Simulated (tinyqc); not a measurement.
# Random telegraph noise from one oxide trap in a small MOSFET: effects of single changes

An acceptor-like trap exchanges electrons with the channel. Inversion charge Q = Cox u, u = n Vt W0(exp((Vg - VT)/(n Vt))), W0 the Lambert function, n = nf, Cox = eps0 eox/tox; linear regime Id = (W/L) mu Q Vd. Relative to threshold the surface potential rises by Vt ln(u/u0) and the oxide voltage by the rest of Vg - VT, with u0 = n Vt W0(1).

Values chosen for this exercise; values of the order met in silicon transistors:

| symbol | value | unit | meaning |
|---|---|---|---|
| T | 300 | K | temperature |
| eox | 3.9 |  | relative permittivity of the gate insulator (close to silicon dioxide) |
| tox | 2.1 | nm | insulator thickness |
| xt | 0.67 | nm | depth of the trap from the channel interface |
| E0 | 0.2 | eV | trap level above the channel Fermi level at threshold |
| s0 | 3e-16 | cm^2 | capture prefactor |
| EB | 0.53 | eV | capture barrier (lattice relaxation) |
| lt | 0.1 | nm | tunnelling decay length |
| vth | 1.4e7 | cm/s | thermal velocity |
| zi | 1.6 | nm | thickness of the inversion layer |
| VT | 0.51 | V | threshold voltage |
| nf | 1.27 |  | body factor |
| W | 180 | nm | gate width |
| L | 41 | nm | gate length |
| mu | 140 | cm^2/(V s) | mobility |
| asc | 0 | V s | scattering coefficient of the charged trap |
| Vd | 0.1 | V | drain voltage |
| Vg | 0.98 | V | gate voltage |

Constants: q = 1.602176634e-19 C, kB = 1.380649e-23 J/K, Vt = kB T/q, eps0 = 8.8541878128e-14 F/cm where lengths are in cm. Results are converted to the units shown.

Each table varies one quantity; the others keep the values above.

## Time constants and noise against gate voltage

N = Cox u/q; dpsi = Vt ln(u/u0); E = E0 - dpsi - (xt/tox)(Vg - VT - dpsi); capture time tc = 1/[(N/zi) vth s0 exp(-xt/lt - EB/Vt)]; emission time te = tc exp(-E/Vt); occupancy te/(tc + te). A = W L; threshold step dV = q (1 - xt/tox)/(Cox A); gm/Id = 1/(u + n Vt); relative step dI/I = (gm/Id) dV + asc mu/A. fc = (1/tc + 1/te)/(2 pi); rms = (dI/I) sqrt(tc te)/(tc + te).

Time constants and noise against gate voltage:

| Vg (V) | E (eV) | tc (s) | te (s) | occupancy | dI/I (%) | fc (Hz) | rms dI/I (%) |
|---|---|---|---|---|---|---|---|
| 0.73 | 0.091227 | 14.492 | 0.42520 | 0.028504 | 0.45066 | 0.38529 | 0.074992 |
| 0.79 | 0.067368 | 11.086 | 0.81856 | 0.068760 | 0.35861 | 0.20879 | 0.090745 |
| 0.85 | 0.044400 | 8.9213 | 1.6015 | 0.15220 | 0.29616 | 0.11722 | 0.10638 |
| 0.91 | 0.022054 | 7.4371 | 3.1689 | 0.29878 | 0.25141 | 0.071624 | 0.11508 |
| 0.97 | 1.6306e-4 | 6.3621 | 6.3221 | 0.49842 | 0.21797 | 0.050190 | 0.10898 |
| 1.03 | -0.021383 | 5.5504 | 12.692 | 0.69574 | 0.19211 | 0.041214 | 0.088387 |
| 1.09 | -0.042657 | 4.9173 | 25.606 | 0.83890 | 0.17157 | 0.038582 | 0.063073 |
| 1.15 | -0.063715 | 4.4106 | 51.863 | 0.92162 | 0.15489 | 0.039153 | 0.041629 |
| 1.21 | -0.084594 | 3.9964 | 105.39 | 0.96346 | 0.14109 | 0.041335 | 0.026472 |

tc falls from 14.5 to 4.00 s as the channel fills and te rises from 0.425 to 105 s; they are equal at Vg = 0.970 V, where E = 0. The rms noise goes from 0.0750 through a maximum of 0.115 (at Vg = 0.91 V among the rows listed) to 0.0265 %. The slope -Vt d ln(tc/te)/dVg is 0.398 between the first two rows and 0.348 between the last two; it tends to xt/tox = 0.319 only when the surface potential stops moving.

## Effect of the depth of the trap from the channel interface

Same model as above.

Result of one run:

| xt (nm) | E (eV) | tc (s) | te (s) | occupancy | dI/I (%) | fc (Hz) | rms dI/I (%) |
|---|---|---|---|---|---|---|---|
| 1.37 | -0.13393 | 6811.6 | 1.2110e6 | 0.99441 | 0.10884 | 2.3497e-5 | 0.0081170 |

What becomes of these results when the depth of the trap from the channel interface xt is changed from 1.37 to 0.95 nm, all else the same?

Result of the changed run:

| xt (nm) | E (eV) | tc (s) | te (s) | occupancy | dI/I (%) | fc (Hz) | rms dI/I (%) |
|---|---|---|---|---|---|---|---|
| 0.95 | -0.055641 | 102.14 | 878.91 | 0.89588 | 0.17146 | 0.0017392 | 0.052365 |

The whole series:

| xt (nm) | E (eV) | tc (s) | te (s) | occupancy | dI/I (%) | fc (Hz) | rms dI/I (%) |
|---|---|---|---|---|---|---|---|
| 0.11 | 0.10093 | 0.022969 | 4.6294e-4 | 0.019757 | 0.29670 | 350.72 | 0.041289 |
| 0.32 | 0.061790 | 0.18757 | 0.017184 | 0.083927 | 0.26539 | 10.110 | 0.073586 |
| 0.53 | 0.022646 | 1.5317 | 0.63788 | 0.29401 | 0.23408 | 0.35341 | 0.10664 |
| 0.74 | -0.016497 | 12.508 | 23.678 | 0.65434 | 0.20277 | 0.019446 | 0.096433 |
| 0.95 | -0.055641 | 102.14 | 878.91 | 0.89588 | 0.17146 | 0.0017392 | 0.052365 |
| 1.16 | -0.094785 | 834.13 | 32625 | 0.97507 | 0.14015 | 1.9568e-4 | 0.021851 |
| 1.37 | -0.13393 | 6811.6 | 1.2110e6 | 0.99441 | 0.10884 | 2.3497e-5 | 0.0081170 |

As xt goes from 0.11 to 1.37, tc rises from 0.0230 to 6810 s, te rises from 4.63e-4 to 1.21e6 s and dI/I falls from 0.297 to 0.109 %. tc grows a decade every lt ln 10 = 0.230 nm of depth; traps spread evenly in depth therefore give corner frequencies spread evenly on a log scale, whose sum is 1/f noise if the traps contribute equal variances.

Range of the model: VT is taken as given; short-channel effects and the uneven flow of current among few electrons are left out.

Numbers from tinyqc (`OMP_NUM_THREADS=1 python tinyqc.py 2710164 2710165 out.jsonl`; about 0.01 s on one thread of a shared Intel Xeon 2.30GHz).
